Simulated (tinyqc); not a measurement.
Short-period [001] superlattice in sp3s* tight binding, step by step. Values are carried at full precision from step to step, so a last printed digit may differ when a step is redone from the rounded ones.

sp3s* tight binding, nearest neighbours only: anion (a) at 0, cation (c) at a/4 (1,1,1), orbitals s, px, py, pz, s* on each; k in units of 2 pi/a. With phases e_j = exp(i (pi/2) k.n_j) for n = (1,1,1), (1,-1,-1), (-1,1,-1), (-1,-1,1): g0 = (e1+e2+e3+e4)/4, g1 = (e1+e2-e3-e4)/4, g2 = (e1-e2+e3-e4)/4, g3 = (e1-e2-e3+e4)/4. The diagonal holds the levels Esa, Epa, Exa (s*) and Esc, Epc, Exc. Anion-cation block: <sa|sc> = Vss g0; <sa|xc> = Vsapc g1; <xa|sc> = -Vscpa g1; <xa|xc> = Vxx g0; <xa|yc> = <ya|xc> = Vxy g3, <xa|zc> = <za|xc> = Vxy g2, <ya|zc> = <za|yc> = Vxy g1; <s*a|xc> = Vxapc g1; <xa|s*c> = -Vpaxc g1; y and z take g2 and g3 in place of g1; s-s* and s*-s* vanish.

Values chosen for the exercise (A near a published set for GaAs, B for AlAs; the results hold for these values, not for the real material):
- pA = (-8.339, 1.043, -2.658, 3.669, 8.589, 6.725, -6.436, 1.955, 5.08, 4.493, 5.798, 4.847, 4.805) eV (order Esa, Epa, Esc, Epc, Exa, Exc, Vss, Vxx, Vxy, Vsapc, Vscpa, Vxapc, Vpaxc)
- pB = (-7.531, 0.982, -1.16, 3.582, 7.488, 6.733, -6.676, 1.879, 4.296, 5.116, 5.493, 4.523, 5.008) eV (the same for B)
- dEv = 0.51 eV (valence offset: Ev(B) lies this far below Ev(A))
- n = 2 (monolayers of A)
- m = 1 (monolayers of B)

## Band line-up of the two bulk crystals

Edges on the common scale: Ev, the conduction level at Gamma, the minimum on (kx,0,0) for kx from 0.5 to 1, and the level at X.

Edges (eV):
```
crystal       Ev   Gamma  Delta minimum       X
A         0.0000  1.5354         2.0313  2.0313
B        -0.5100  2.5444         1.7589  1.7934
```

For Gamma electrons A is the well, 1.009 eV deep; for X electrons B is, 0.238 eV deep; holes sit in A.

## Shifted levels

Planes alternate anion, cation along [001], a/4 apart; at zero in-plane momentum s, pz, s* form one block. All levels of A are shifted so that its Ev (lower root of [[Epa, Vxx], [Vxx, Epc]]) is 0, and those of B so that its Ev is -dEv. A monolayer is an anion plane and the cation plane above it; an anion between unlike cations takes the mean of the two anion levels; each bond takes the couplings of its cation. Block from an anion to the cation above: U with Vss/2 (s,s), Vsapc/2 (s,z), -Vscpa/2 (z,s), Vxx/2 (z,z), Vxapc/2 (s*,z), -Vpaxc/2 (z,s*); to the cation below: the same with the s-z and s*-z signs reversed. The cell of n + m monolayers is closed with the phase exp(2 pi i q). No spin-orbit coupling. In this block 2 (n + m) levels are filled.

Parameters in the order Esa, Epa, Esc, Epc, Exa, Exc, Vss, Vxx, Vxy, Vsapc, Vscpa, Vxapc, Vpaxc. Find Ev of each set and shift the levels.

Ev before the shift (eV): A 0.0010, B -0.0029

Levels (eV):
```
plane                  s       p      s*
anion A          -8.3400  1.0420  8.5880
cation A         -2.6590  3.6680  6.7240
anion B          -8.0381  0.4749  6.9809
cation B         -1.6671  3.0749  6.2259
interface anion  -8.1891  0.7584  7.7844
```

## The matrix for n = 2, m = 1 at q = 0

Planes in the order a1, c1, a2, c2, ...; the A cations come first.

H (eV):
```
        sa1     za1     *a1     sc1     zc1     *c1     sa2     za2     *a2     sc2     zc2     *c2
sa1  -8.189       0       0  -3.218   2.247       0       0       0       0       0       0       0
za1       0   0.758       0  -2.899   0.978  -2.402       0       0       0       0       0       0
*a1       0       0   7.784       0   2.424       0       0       0       0       0       0       0
sc1  -3.218  -2.899       0  -2.659       0       0  -3.218   2.899       0       0       0       0
zc1   2.247   0.978   2.424       0   3.668       0  -2.247   0.978  -2.424       0       0       0
*c1       0  -2.402       0       0       0   6.724       0   2.402       0       0       0       0
sa2       0       0       0  -3.218  -2.247       0  -8.340       0       0  -3.218   2.247       0
za2       0       0       0   2.899   0.978   2.402       0   1.042       0  -2.899   0.978  -2.402
*a2       0       0       0       0  -2.424       0       0       0   8.588       0   2.424       0
sc2       0       0       0       0       0       0  -3.218  -2.899       0  -2.659       0       0
zc2       0       0       0       0       0       0   2.247   0.978   2.424       0   3.668       0
*c2       0       0       0       0       0       0       0  -2.402       0       0       0   6.724
sa3       0       0       0       0       0       0       0       0       0  -3.218  -2.247       0
za3       0       0       0       0       0       0       0       0       0   2.899   0.978   2.402
*a3       0       0       0       0       0       0       0       0       0       0  -2.424       0
sc3  -3.338   2.747       0       0       0       0       0       0       0       0       0       0
zc3  -2.558   0.940  -2.261       0       0       0       0       0       0       0       0       0
*c3       0   2.504       0       0       0       0       0       0       0       0       0       0

        sa3     za3     *a3     sc3     zc3     *c3
sa1       0       0       0  -3.338  -2.558       0
za1       0       0       0   2.747   0.940   2.504
*a1       0       0       0       0  -2.261       0
sc1       0       0       0       0       0       0
zc1       0       0       0       0       0       0
*c1       0       0       0       0       0       0
sa2       0       0       0       0       0       0
za2       0       0       0       0       0       0
*a2       0       0       0       0       0       0
sc2  -3.218   2.899       0       0       0       0
zc2  -2.247   0.978  -2.424       0       0       0
*c2       0   2.402       0       0       0       0
sa3  -8.189       0       0  -3.338   2.558       0
za3       0   0.758       0  -2.747   0.940  -2.504
*a3       0       0   7.784       0   2.261       0
sc3  -3.338  -2.747       0  -1.667       0       0
zc3   2.558   0.940   2.261       0   3.075       0
*c3       0  -2.504       0       0       0   6.226
```

## Levels of the small cell

Diagonalise (s, pz, s* block of a cell with n = 2, m = 1; px and py are apart). The lowest 6 levels are filled. Give the share of the cation weight of the lowest empty level that lies on the A cations, c1 and c2.

levels (eV): [-12.448, -11.089, -10.904, -5.837, -5.505, -0.167, 1.798, 2.188, 2.212, 2.711, 2.785, 4.496, 6.559, 8.026, 9.286, 9.438, 10.465, 11.084]

share on A cations = 0.831

The lowest empty level is number 7, at 1.798 eV.

## Checks

- Cell of two equal monolayers against the bulk levels at Gamma and X: they agree to 1e-10 or better.

(tinyqc, `OMP_NUM_THREADS=1 python tinyqc.py 1450169 1450170 out.jsonl`, Intel(R) Xeon(R) Processor @ 2.30GHz, 1 thread, shared host, about 0.4 s.)
